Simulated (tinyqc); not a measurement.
# Coupling ratio and rate constant from the late transient

Inverse problem. Long after the knee a floating-gate cell follows U = Vg - (tox/ag) B/ln(K t). Find K and ag.

Values chosen for this exercise:
```
symbol  value  unit                 meaning
tox       7.4    nm  tunnel oxide thickness
Vg       17.5     V    control-gate voltage
```

U at t = 0.002 and 0.2 s (V): [3.3195553, 5.3629248]
B = 26.732596 V/nm

Solution. 1/(Vg - U) is linear in ln t; the ratio of the two values gives ln(K t_a), and either value gives ag.

K = 3.788e14 1/s
ag = 0.5100

Program tinyqc, `OMP_NUM_THREADS=1 python tinyqc.py 2130110 2130111 out.jsonl`; Intel Xeon 2.30GHz, shared host, one thread, about 0.02 s.
